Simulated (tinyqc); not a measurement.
Effect of the position of a charge sheet.

One sheet of -3.3e11 cm^-2 lies at the depth x from the gate; it shifts Vfb by -(q/eps0) Q s, with s = x/e2 in layer 2 and t2/e2 + (x - t2)/e1 in layer 1, and it induces the share s/(t1/e1 + t2/e2) of its image in the semiconductor.

Inputs (values chosen for the exercise):
```
symbol,value,unit,meaning
t1,0.9,nm,"thickness of layer 1, next to the semiconductor"
e1,7.35,,relative permittivity of layer 1
t2,5.6,nm,"thickness of layer 2, next to the gate"
e2,25,,relative permittivity of layer 2
```

Constants: q = 1.602176634e-19 C, eps0 = 8.8541878128e-14 F/cm where lengths are in cm. Results are converted to the units shown.

Results:

| x (nm) | shift (mV) | image in the semiconductor (%) |
|---|---|---|
| 0 | 0 | 0 |
| 1.62 | 3.869 | 18.70 |
| 2.44 | 5.828 | 28.17 |
| 3.25 | 7.763 | 37.52 |
| 4.06 | 9.698 | 46.88 |
| 4.88 | 11.66 | 56.34 |
| 5.69 | 14.11 | 68.19 |
| 6.5 | 20.69 | 100.0 |

Estimate the missing row, x = 0.81 nm.

Computed row:

| x (nm) | shift (mV) | image in the semiconductor (%) |
|---|---|---|
| 0.81 | 1.935 | 9.352 |

With this row back in the table: The shift grows from 0 at the gate to 20.7 mV at the semiconductor, by 2.39 mV/nm in layer 2 and 8.12 mV/nm in layer 1, the ratio of the permittivities. A sheet between the layers has 64.7 % of its full effect.

Computed by the program tinyqc: `OMP_NUM_THREADS=1 python tinyqc.py 2010017 2010018 out.jsonl`, one thread of a shared Intel Xeon 2.30GHz, about 0.01 s for the whole run.
